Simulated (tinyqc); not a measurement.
Internal photoemission over an interface barrier: two steps of the calculation.

Electrons are excited from the valence band of a semiconductor over the barrier Phi(F) = P0 - sqrt(q F/(4 pi eps0 ei)), whose top lies at xm = sqrt(q/(16 pi eps0 ei F)). The yield is Y = A (hv - Phi)^p exp(-xm/l), with A = 1 here.

Inputs (values chosen for the exercise); dielectric values close to those of silicon dioxide:
- P0 = 4.06 eV (barrier at zero field)
- ei = 2.32 (image-force permittivity)
- l = 4.6 nm (scattering length in the image well)
- F = 2.5 MV/cm (field in the dielectric)

Constants: q = 1.602176634e-19 C, h = 6.62607015e-34 J s, c = 299792458 m/s, eps0 = 8.8541878128e-14 F/cm where lengths are in cm. Results are converted to the units shown.

Task 1. Barrier in the field. Lowering P0 - Phi, barrier, position of its top, scattering factor and threshold wavelength.

Give: lowering; Phi; xm; exp(-xm/l); threshold wavelength h c/(q Phi).

Result 1.

lowering = 393.9 meV
Phi = 3.666 eV
xm = 0.7878 nm
exp(-xm/l) = 0.8426
threshold wavelength h c/(q Phi) = 338.2 nm

Task 2. Threshold from a spectrum. The yields were made at this field with a scatter of 2 %. Fit Y^(1/n) on hv by least squares for n = 2 and n = 3; the zero of the line is the threshold.

```
point  hv (eV)         Y
0         3.82  0.003047
1         3.95   0.01975
2         4.08   0.05891
3         4.21    0.1321
4         4.34    0.2648
5         4.47    0.4463
```

Find: Y^(1/2); Y^(1/3); threshold for n = 2; threshold for n = 3.

Result 2.

```
point   Y^(1/2)  Y^(1/3)
0      0.055200  0.14497
1       0.14053  0.27031
2       0.24271  0.38910
3       0.36346  0.50929
4       0.51459  0.64215
5       0.66806  0.76420
```

threshold for n = 2 = 3.7956 eV
threshold for n = 3 = 3.6688 eV

tinyqc, about 0.01 s, one thread, Intel Xeon 2.30GHz (shared host): `OMP_NUM_THREADS=1 python tinyqc.py 2410064 2410065 out.jsonl`
